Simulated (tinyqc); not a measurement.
CMOS inverter, nodal equation and switching: two steps of the calculation.

An n-channel pull-down (bn, VTn) and a p-channel pull-up (bp, VTp) share the input Vin and the output node Vout, which carries the load C. Transistor (EKV form, voltages against the body): I = 2 n b Vt^2 [F(vp - Vs) - F(vp - Vd)] from drain to source, F(v) = ln^2(1 + exp(v/(2 Vt))), vp = (Vg - VT + sg |Vd - Vs|)/n. n-channel bodies are at 0; for the p-channel device all voltages are counted down from Vdd. b in uA/V^2 gives I in uA. Static: In = Ip. Transient: C dVout/dt = Ip - In. No velocity saturation, no gate capacitance beyond C.

Values chosen for this exercise: temperature T = 300 K; supply voltage Vdd = 0.7 V; slope factor n = 1.2; drain-induced barrier lowering sg = 0.098; n-channel threshold VTn = 0.44 V; p-channel threshold (magnitude) VTp = 0.37 V; gain factor of the pull-down transistor bn = 160 uA/V^2; gain factor of the pull-up transistor bp = 80 uA/V^2; load capacitance C = 1.6 fF; time step dt = 20 ps.

Constants: q = 1.602176634e-19 C, kB = 1.380649e-23 J/K, Vt = kB T/q. Results are converted to the units shown.

Problem 1. One time step of the falling output. The input steps to Vdd at t = 0; I = In - Ip. Implicit Euler: V(new) = V - (dt/C) I(V(new)), solved for V(new); 1 ps uA/fF = 1 mV.

Vout after step 1 = 0.61436626 V

Find: I(V); I(V(new)); Vout after step 2.

Solution 1.

I(V) = 6.851 uA
I(V(new)) = 6.516 uA
Vout after step 2 = 0.5329 V

Problem 2. Delays and energy. For a step input the delay to Vdd/2 is tHL = C times the integral of dV/(In - Ip) from Vdd/2 to Vdd at Vin = Vdd, and tLH likewise with Ip - In from 0 to Vdd/2 at Vin = 0. Energy drawn for one full cycle of the output: C Vdd^2. Leakage power: Vdd times the mean of the supply currents at Vin = 0 and Vdd.

Find: tHL; tLH; energy; leakage power.

Solution 2.

tHL = 86.631 ps
tLH = 115.65 ps
energy = 0.78400 fJ
leakage power = 0.0032551 nW

Computed by the program tinyqc: `OMP_NUM_THREADS=1 python tinyqc.py 2340103 2340104 out.jsonl`, one thread of a shared Intel Xeon 2.30GHz, about 0.06 s for the whole run.
